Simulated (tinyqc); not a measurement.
Resistance of a tapered via with liner, size effect and interface: one step of the calculation.

A round via whose diameter grows from db at the bottom as D(z) = db + 2 z/tan(ang). The fill, of diameter D - 2 tl, starts above the bottom liner (thickness fb tl) and has rho = rho0 (1 + ks lam/(D - 2 tl)); the sidewall liner conducts in parallel with it. The bottom liner and the interface are crossed over the full area pi db^2/4. Spreading in the lines above and below is left out.

Problem. Slices of the via. Slices between z0 = fb tl and hv, evaluated at their midpoints: conductance per length pi/4 [(D - 2 tl)^2/rho + (D^2 - (D - 2 tl)^2)/rl], slice resistance = slice height over that. 7 slices.

Parameters, values chosen for the exercise; fill metal close to cobalt:

| symbol | value | unit | meaning |
|---|---|---|---|
| db | 10 | nm | diameter at the bottom |
| hv | 34 | nm | height |
| ang | 89 | degrees | sidewall angle |
| rho0 | 6.3 | uohm cm | bulk resistivity of the fill |
| lam | 11.5 | nm | mean free path of the fill |
| ks | 0.9 |  | size-effect factor |
| tl | 1.7 | nm | liner on the sidewall |
| fb | 1 |  | liner at the bottom over that on the sidewall |
| rl | 180 | uohm cm | resistivity of the liner |

Give: z; D; rho; slice resistance.

Solution.

| slice | z (nm) | D (nm) | rho (uohm cm) | slice resistance (ohm) |
|---|---|---|---|---|
| 0 | 4.007 | 10.14 | 15.97 | 18.58 |
| 1 | 8.621 | 10.30 | 15.75 | 17.54 |
| 2 | 13.24 | 10.46 | 15.53 | 16.59 |
| 3 | 17.85 | 10.62 | 15.33 | 15.70 |
| 4 | 22.46 | 10.78 | 15.13 | 14.88 |
| 5 | 27.08 | 10.95 | 14.94 | 14.12 |
| 6 | 31.69 | 11.11 | 14.76 | 13.42 |

tinyqc, about 0.01 s, one thread, Intel Xeon 2.30GHz (shared host): `OMP_NUM_THREADS=1 python tinyqc.py 2750033 2750034 out.jsonl`
